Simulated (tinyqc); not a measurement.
Inside a calculation. Method: plane-wave Kohn-Sham cycle with exchange-only LDA in a layered model solid. Computed by tinyqc, a small Python program that keeps every step. Settings: points = 16, plane-wave index or count = 2, electrons = 4, k points = 4, area = 33.0, mixing = 0.1, iteration cap = 71. Command: `OMP_NUM_THREADS=1 python tinyqc.py 22676 22677 out.jsonl` (the two numbers bound the seeds that draw the settings). One thread of a shared host (Intel(R) Xeon(R) Processor @ 2.60GHz), about 0.05 s of CPU time with the checks. Later iterations appear only in the table of the cycle.

## Iteration 1: potential

A solid whose potential varies along x alone (atomic units):

| parameter | value |
|---|---|
| period a | 12.100000 |
| cross-section of the cell | 33.000000 |
| electrons per cell | 4 |
| grid points | 16 |
| plane waves -n..n, n | 2 |
| k points | 4 |
| V1 in V1 cos(2 pi x/a) | -0.520000 |
| V2 in V2 cos(4 pi x/a) | -0.190000 |

density at the start, on the grid x_j = j a/N (e/bohr^3): 0.0100175  0.0100175  0.0100175  0.0100175  0.0100175  0.0100175  0.0100175  0.0100175  0.0100175  0.0100175  0.0100175  0.0100175  0.0100175  0.0100175  0.0100175  0.0100175

V_H(G) = 4 pi rho(G)/G^2 for G != 0 (uniform background); v_x = -(3 rho/pi)^(1/3); V = V_ext + V_H + v_x; Fourier components f(G_m) = (1/N) sum_j f(x_j) exp(-i G_m x_j).

Potentials on the grid (hartree):

| x | V_ext | V_H | v_x | V |
|---|---|---|---|---|
| 0.00000 | -0.71000 | 0.00000 | -0.21228 | -0.92228 |
| 0.75625 | -0.61477 | 0.00000 | -0.21228 | -0.82705 |
| 1.51250 | -0.36770 | 0.00000 | -0.21228 | -0.57998 |
| 2.26875 | -0.06465 | 0.00000 | -0.21228 | -0.27693 |
| 3.02500 | 0.19000 | 0.00000 | -0.21228 | -0.02228 |
| 3.78125 | 0.33335 | 0.00000 | -0.21228 | 0.12106 |
| 4.53750 | 0.36770 | 0.00000 | -0.21228 | 0.15541 |
| 5.29375 | 0.34607 | 0.00000 | -0.21228 | 0.13379 |
| 6.05000 | 0.33000 | 0.00000 | -0.21228 | 0.11772 |
| 6.80625 | 0.34607 | 0.00000 | -0.21228 | 0.13379 |
| 7.56250 | 0.36770 | 0.00000 | -0.21228 | 0.15541 |
| 8.31875 | 0.33335 | 0.00000 | -0.21228 | 0.12106 |
| 9.07500 | 0.19000 | 0.00000 | -0.21228 | -0.02228 |
| 9.83125 | -0.06465 | 0.00000 | -0.21228 | -0.27693 |
| 10.58750 | -0.36770 | 0.00000 | -0.21228 | -0.57998 |
| 11.34375 | -0.61477 | 0.00000 | -0.21228 | -0.82705 |

V(G_m), m = 0, 1, 2, ... (hartree): -0.21228  -0.26000  -0.09500  0.00000  0.00000

## Iteration 1: Hamiltonian at one k

k = 0.12500 2 pi / a

H(m,m') = (k + G_m)^2/2 delta + V(G_m - G_m'), with V(-G) = V(G).

H (hartree):
```
          -2        -1        +0        +1        +2
-2   0.26170  -0.26000  -0.09500   0.00000   0.00000
-1  -0.26000  -0.10906  -0.26000  -0.09500   0.00000
+0  -0.09500  -0.26000  -0.21017  -0.26000  -0.09500
+1   0.00000  -0.09500  -0.26000  -0.04165  -0.26000
+2   0.00000   0.00000  -0.09500  -0.26000   0.39652
```

## Iteration 1: levels at that k

Diagonalise the Hermitian matrix.

eigenvalues (hartree): -0.64007  -0.12991  0.14873  0.39656  0.52204

## Iteration 1: new density

Motion across x is left out: the lowest 2 band(s) hold two electrons at each of the k points (j + 1/2)/nk - 1/2. Residual R = rho(out) - rho(in); rho(new) = rho(in) + 0.1 R. rho(out) = 2/(a A nk) sum |psi|^2 with psi = sum c exp(i G x). Harris energy E = band energy - dV sum rho (V_H/2 + v_x) + (3/4) dV sum rho v_x with rho(in), dV = a A/N, band energy = (2/nk) sum of the filled levels.

rho(out) (e/bohr^3): 0.0206353  0.0215334  0.0212536  0.0160604  0.0080565  0.0023372  0.0003878  0.0001391  0.0001092  0.0001391  0.0003878  0.0023372  0.0080565  0.0160604  0.0212536  0.0215334

density after iteration 1 (e/bohr^3): 0.0110793  0.0111691  0.0111411  0.0106218  0.0098214  0.0092495  0.0090546  0.0090297  0.0090267  0.0090297  0.0090546  0.0092495  0.0098214  0.0106218  0.0111411  0.0111691

energy per cell = -1.3204780 hartree

## Iteration 2: potential

As before.

Potentials on the grid (hartree):

| x | V_ext | V_H | v_x | V |
|---|---|---|---|---|
| 0.00000 | -0.71000 | 0.05825 | -0.21953 | -0.87128 |
| 0.75625 | -0.61477 | 0.05437 | -0.22012 | -0.78052 |
| 1.51250 | -0.36770 | 0.04228 | -0.21994 | -0.54536 |
| 2.26875 | -0.06465 | 0.02243 | -0.21647 | -0.25868 |
| 3.02500 | 0.19000 | -0.00158 | -0.21089 | -0.02247 |
| 3.78125 | 0.33335 | -0.02434 | -0.20671 | 0.10230 |
| 4.53750 | 0.36770 | -0.04181 | -0.20525 | 0.12064 |
| 5.29375 | 0.34607 | -0.05246 | -0.20506 | 0.08855 |
| 6.05000 | 0.33000 | -0.05602 | -0.20504 | 0.06895 |
| 6.80625 | 0.34607 | -0.05246 | -0.20506 | 0.08855 |
| 7.56250 | 0.36770 | -0.04181 | -0.20525 | 0.12064 |
| 8.31875 | 0.33335 | -0.02434 | -0.20671 | 0.10230 |
| 9.07500 | 0.19000 | -0.00158 | -0.21089 | -0.02247 |
| 9.83125 | -0.06465 | 0.02243 | -0.21647 | -0.25868 |
| 10.58750 | -0.36770 | 0.04228 | -0.21994 | -0.54536 |
| 11.34375 | -0.61477 | 0.05437 | -0.22012 | -0.78052 |

V(G_m), m = 0, 1, 2, ... (hartree): -0.21209  -0.23526  -0.09468  0.00022  0.00014

## Iteration 2: Hamiltonian at one k

k = 0.12500 2 pi / a

As before.

H (hartree):
```
          -2        -1        +0        +1        +2
-2   0.26189  -0.23526  -0.09468   0.00022   0.00014
-1  -0.23526  -0.10887  -0.23526  -0.09468   0.00022
+0  -0.09468  -0.23526  -0.20998  -0.23526  -0.09468
+1   0.00022  -0.09468  -0.23526  -0.04146  -0.23526
+2   0.00014   0.00022  -0.09468  -0.23526   0.39671
```

## Iteration 2: levels at that k

As before.

eigenvalues (hartree): -0.59788  -0.10951  0.12609  0.37659  0.50302

## Iteration 2: new density

As before.

rho(out) (e/bohr^3): 0.0204733  0.0212700  0.0209213  0.0159582  0.0082760  0.0026283  0.0005482  0.0002136  0.0001759  0.0002136  0.0005482  0.0026283  0.0082760  0.0159582  0.0209213  0.0212700

density after iteration 2 (e/bohr^3): 0.0120187  0.0121792  0.0121192  0.0111555  0.0096669  0.0085874  0.0082039  0.0081481  0.0081416  0.0081481  0.0082039  0.0085874  0.0096669  0.0111555  0.0121192  0.0121792

energy per cell = -1.2042652 hartree

## Convergence

Stop when sqrt(dV sum R^2) is below 1e-8, dV = a A/N.

Course of the cycle:

| iteration | E (hartree) | norm of the residual |
|---|---|---|
| 1 | -1.3204780 | 1.81e-01 |
| 2 | -1.2042652 | 1.59e-01 |
| 3 | -1.1143389 | 1.38e-01 |
| 4 | -1.0462010 | 1.19e-01 |
| 5 | -0.9960844 | 1.00e-01 |
| 6 | -0.9607277 | 8.26e-02 |
| 7 | -0.9371424 | 6.58e-02 |
| 8 | -0.9224836 | 5.08e-02 |
| 9 | -0.9140942 | 3.86e-02 |
| 10 | -0.9096766 | 3.00e-02 |
| 11 | -0.9074873 | 2.50e-02 |
| ... | ... | ... |
| 61 | -0.9046412 | 1.08e-04 |
| 62 | -0.9046412 | 9.67e-05 |
| 63 | -0.9046412 | 8.65e-05 |
| 64 | -0.9046412 | 7.74e-05 |
| 65 | -0.9046412 | 6.92e-05 |
| 66 | -0.9046412 | 6.19e-05 |
| 67 | -0.9046412 | 5.54e-05 |
| 68 | -0.9046412 | 4.95e-05 |
| 69 | -0.9046412 | 4.43e-05 |
| 70 | -0.9046412 | 3.96e-05 |
| 71 | -0.9046412 | 3.54e-05 |

Not converged within 71 iterations: the residual falls steadily but slowly, by a factor of about 0.89 a step. Reruns (cap 100 unless said): mixing 0.5, Kerker q0 1.0: converged in 60 (E = -0.90464); mixing 0.3, Pulay depth 5: converged in 20 (E = -0.90464); the original settings with a cap of 400: converged in 145 (E = -0.90464).
